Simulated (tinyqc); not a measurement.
# From alpha_1 back to first-pair interaction V1

Model: cluster expansion of a binary alloy: correlations, fit, cross-validation and ground states. Computed by tinyqc, a small Python program. Command: `OMP_NUM_THREADS=1 python tinyqc.py 3002115 3002116 out.jsonl clex inv`. One thread of a shared host (Intel(R) Xeon(R) Processor @ 2.30GHz), about 0.1 s of CPU time with the checks.

s = +1 for A and -1 for B. Energy per site E = J0 + J1 P(point) + sum over clusters of m V P, with P the mean product of spins; V > 0 on a pair favours unlike neighbours. Clusters per site m: pair 1 4, pair 2 3, pair 3 6, triplet 12; the triplet is two first-neighbour bonds closed by a second-neighbour bond. Formation energies are counted from the line between pure A and pure B, which removes J0 and J1.

Inputs (values chosen for the exercise, for a model alloy): second-pair interaction V2 = -5.4 meV; third-pair interaction V3 = 0.25 meV; triplet interaction Vt = -0.23 meV; temperature T = 1100 K; fraction x of B = 0.73.

Lattice: bcc.

Constants: k_B = 8.617333262e-05 eV/K.

Method. Random alloy: P(pair) = p^2, P(triplet) = p^3, p = 1 - 2x, so H_mix = (p^2 - 1) sum m V(pairs) + (p^3 - p) m Vt; G_mix = H_mix + k_B T [x ln x + (1 - x) ln(1 - x)]. To first order in 1/T the Warren-Cowley parameter of shell 1 is alpha_1 = -(1 - p^2) V_eff/(k_B T), V_eff = V1 + (number of triplets on a first-neighbour bond) p Vt, that number being 6.

Problem. A run gave the result below. Find the first-pair interaction V1, known to lie between 11 and 18 meV.

alpha_1 = -0.105503

Solution.

Each step takes the trial c = (a f_b - b f_a)/(f_b - f_a), f being the result less the target and a, b, c the logarithms of the listed values; c replaces end b, the old b replaces a if the sign of f changed, and otherwise f_a is halved.

Scan of the range:
```
first-pair interaction V1 (meV)    alpha_1
11.0                             -0.096770
11.9                             -0.104255
13.0                             -0.113404
14.1                             -0.122553
15.3                             -0.132534
16.6                             -0.143347
18.0                             -0.154991
```

False position (Illinois rule, in the logarithm of the input) inside the bracket:
```
step    end a    end b    trial    alpha_1
1     11.9000  13.0000  12.0443  -0.105456
2     13.0000  12.0443  12.0498  -0.105501
3     13.0000  12.0498  12.0502  -0.105505
4     12.0498  12.0502  12.0500  -0.105503
```

alpha_1 falls at every point of a 13-point scan of the range (every second point is shown), so one value fits; it is bracketed by 11.9 and 13.0. The scan shows a straight line, so linear interpolation between any two rows gives the answer at once. Answer: first-pair interaction V1 = 12.05 meV.
